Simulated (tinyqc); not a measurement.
Doping from two capacitances.

Problem. An abrupt p-n junction obeys 1/C^2 = 2 (Vbi - V)/(q eps0 eps_r Ne), Ne = Na Nd/(Na + Nd), Vbi = Vt ln(Na Nd/ni^2), V the bias of the p side. Nd is known to be the larger doping. Find Ne, Vbi, Na and Nd.

Inputs (values chosen for the exercise):
- T = 450 K (temperature)
- eps_r = 11.7 (relative permittivity)

Constants: q = 1.602176634e-19 C, kB = 1.380649e-23 J/K, Vt = kB T/q, eps0 = 8.8541878128e-14 F/cm where lengths are in cm. Results are converted to the units shown.

C at V = -0.7 and -2.2 V (nF/cm^2): [90.108927, 62.995287]
ni = 2.3804250e13 cm^-3

Answer. The slope of 1/C^2 against -V gives Ne and its intercept Vbi. Then Na Nd = ni^2 exp(Vbi/Vt) and Na + Nd = Na Nd/Ne, so both are roots of one quadratic.

Ne = 1.403e17 cm^-3
Vbi = 0.7339 V
Na = 2.000e17 cm^-3
Nd = 4.700e17 cm^-3

tinyqc, about 0.03 s, one thread, Intel Xeon 2.30GHz (shared host): `OMP_NUM_THREADS=1 python tinyqc.py 2000038 2000039 out.jsonl`
